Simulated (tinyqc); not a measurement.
Access strength from the read disturbance.

Problem. Transistor (EKV form, voltages against the body): I = 2 n b Vt^2 [F(vp - Vs) - F(vp - Vd)] from drain to source, F(v) = ln^2(1 + exp(v/(2 Vt))), vp = (Vg - VT + sg |Vd - Vs|)/n. n-channel bodies are at 0; for the p-channel device all voltages are counted down from Vdd. b in uA/V^2 gives I in uA. In an SRAM read the low node Q obeys In(gate QB, drain Q) = Ip(gate QB, drain Q) + Ia, where the access transistor (threshold VTn) has its gate and drain at Vdd and its source at Q. Find Ia, ba and the cell ratio bn/ba.

Parameters, values chosen for the exercise: temperature T = 250 K; supply voltage Vdd = 0.5 V; slope factor n = 1.36; drain-induced barrier lowering sg = 0.037; n-channel threshold VTn = 0.25 V; p-channel threshold (magnitude) VTp = 0.36 V; gain factor of the pull-down transistor bn = 540 uA/V^2; gain factor of the pull-up transistor bp = 160 uA/V^2.

Constants: q = 1.602176634e-19 C, kB = 1.380649e-23 J/K, Vt = kB T/q. Results are converted to the units shown.

Q and QB in the read (V): [0.033201577, 0.49995237]

Answer. The node equation gives Ia, which is proportional to ba.

Ia = 4.04 uA
ba = 220 uA/V^2
cell ratio = 2.45

Numbers from tinyqc (`OMP_NUM_THREADS=1 python tinyqc.py 2340066 2340067 out.jsonl`; about 0.1 s on one thread of a shared Intel Xeon 2.30GHz).
